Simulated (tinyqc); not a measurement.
Band folding and unfolding in a supercell of a chain: one step. Moments of the spectral function. Two cases, with inputs chosen for the exercise.

Task: For each k_m: mean sum_i W E_i and variance sum_i W E_i^2 less the mean squared. The mean must be E0 plus the average of v, and the variance that of v.

A chain with hopping -t and n = 8 sites a supercell. H(K) has v_j on the diagonal, -t between neighbours and -t exp(2 pi i K) on the bond that closes the cell (from the last site to the first of the next cell). The point K holds the n wave vectors k_m = (K + m)/n of the primitive zone, in 2 pi/a, m = 0 to n - 1, with E0 = -2t cos(2 pi k_m). The unfolding weight of a state c on k_m is |sum_j c_j exp(-2 pi i k_m j)|^2/n, j = 0 to n - 1.

Give: Moments.

Case 1.

levels (eV): -2.844843  -2.377467  -1.436643  -0.399951  0.326010  1.613081  2.226399  2.893414

weights:
```
     level 1  level 2  level 3  level 4  level 5  level 6  level 7  level 8
m=0  0.87627  0.03704  0.05235  0.01823  0.01153  0.00152  0.00281  0.00025
m=1  0.01192  0.22540  0.73222  0.00588  0.01139  0.00232  0.01058  0.00029
m=2  0.01052  0.00570  0.01074  0.00120  0.87799  0.07803  0.00004  0.01577
m=3  0.00206  0.00107  0.00338  0.01788  0.01890  0.09620  0.71221  0.14831
m=4  0.00008  0.00054  0.00737  0.00885  0.01923  0.00496  0.18459  0.77439
m=5  0.00435  0.00211  0.00133  0.01625  0.05642  0.78944  0.07523  0.05486
m=6  0.01136  0.03085  0.00012  0.91726  0.00436  0.01792  0.01282  0.00531
m=7  0.08344  0.69730  0.19249  0.01445  0.00016  0.00961  0.00172  0.00083
```

Result:

Moments:

| m | mean (eV) | variance (eV^2) |
|---|---|---|
| 0 | -2.650 | 0.410 |
| 1 | -1.592 | 0.410 |
| 2 | 0.398 | 0.410 |
| 3 | 2.156 | 0.410 |
| 4 | 2.650 | 0.410 |
| 5 | 1.592 | 0.410 |
| 6 | -0.398 | 0.410 |
| 7 | -2.156 | 0.410 |

The average of v is 0.0000 eV and its variance 0.4096 eV^2: the virtual crystal gives the mean, and the variance is the spread of weight over several levels that it leaves out.

Case 2.

levels (eV): -3.254767  -2.308626  -1.560716  -0.530453  0.530453  1.560716  2.308626  3.254767

weights:
```
     level 1  level 2  level 3  level 4  level 5  level 6  level 7  level 8
m=0  0.69880  0.17073  0.12743  0.00232  0.00071  0.00001  0.00000  0.00000
m=1  0.05693  0.09511  0.80684  0.00029  0.04007  0.00010  0.00060  0.00006
m=2  0.00080  0.00238  0.03784  0.00003  0.90098  0.00493  0.04643  0.00661
m=3  0.00001  0.00002  0.00049  0.00001  0.05558  0.02236  0.68473  0.23681
m=4  0.00000  0.00000  0.00001  0.00071  0.00232  0.12743  0.17073  0.69880
m=5  0.00006  0.00060  0.00010  0.04007  0.00029  0.80684  0.09511  0.05693
m=6  0.00661  0.04643  0.00493  0.90098  0.00003  0.03784  0.00238  0.00080
m=7  0.23681  0.68473  0.02236  0.05558  0.00001  0.00049  0.00002  0.00001
```

Result:

Moments:

| m | mean (eV) | variance (eV^2) |
|---|---|---|
| 0 | -2.868 | 0.397 |
| 1 | -1.641 | 0.397 |
| 2 | 0.547 | 0.397 |
| 3 | 2.415 | 0.397 |
| 4 | 2.868 | 0.397 |
| 5 | 1.641 | 0.397 |
| 6 | -0.547 | 0.397 |
| 7 | -2.415 | 0.397 |

The average of v is 0.0000 eV and its variance 0.3969 eV^2: the virtual crystal gives the mean, and the variance is the spread of weight over several levels that it leaves out.

Computed by tinyqc, one run a case: `OMP_NUM_THREADS=1 python tinyqc.py N N+1 out.jsonl` with N = 1452305, 1452566; one thread of a shared Intel(R) Xeon(R) Processor @ 2.30GHz, about 0.01 s a run at most.
